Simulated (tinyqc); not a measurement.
Ion-assisted plasma etching: sheath, surface coverage, synergy and aspect-ratio dependence: one step, computed by the program tinyqc. Command: `OMP_NUM_THREADS=1 python tinyqc.py 3028908 3028909 out.jsonl etch walk`. One thread of a shared host (Intel(R) Xeon(R) Processor @ 2.30GHz), about 0.07 s of CPU time with the checks.

Radicals adsorb on bare sites; ions remove covered sites with a high yield and bare sites by sputtering; a slow spontaneous reaction acts everywhere, walls included.

Question. Rate at the floor of the feature. Transmission of a long trench, rough form: K = (1 + ln(1 + A))/(1 + A + ln(1 + A)), walls that scatter diffusely without loss. With a loss probability S = s (1 - theta) at the floor, G_b/G_n = K/(K + S - K S); theta follows G_b, and the two are solved together. Ions are taken to reach the floor unshadowed; G_b replaces G_n in every term of the rate; A is depth over width. Steady coverage: s G_n (1 - theta) = x Y G_i theta; removal flux = Y G_i theta + Y_p G_i (1 - theta) + k_c G_n; rate = flux/N, 1 cm/s = 6e8 nm/min.

Inputs (values chosen for the exercise, close to those used for silicon dioxide in a fluorocarbon plasma):
```
quantity                                value    unit
gas temperature T_g                       400       K
sticking coefficient s                   0.79       -
radicals per removed unit x                 3       -
spontaneous reaction probability k_c  2.2e-06       -
solid density N                       2.2e+22  1/cm^3
aspect ratio A                            1.2       -
```

Feature: long trench.

yield Y = 3.752348

sputter yield Y_p = 0.1635462

ion flux G_i = 4.047637e+16 1/(cm^2 s)

radical flux G_n = 2.670548e+18 1/(cm^2 s)

vertical rate = 3438.735 nm/min

Give: transmission K; G_b/G_n; coverage at the floor; rate at the floor; floor rate over open-field rate.

Answer.

transmission K = 0.5985

G_b/G_n = 0.9075

coverage at the floor = 0.8078

rate at the floor = 3381 nm/min

floor rate over open-field rate = 0.9832

The lag is 1.7 %. Caution: an oxide etch rate above 2 um/min is far higher than usual in practice. Caution: the trench transmission is an interpolation between the limits 1 and ln(A)/A, good to tens of per cent.
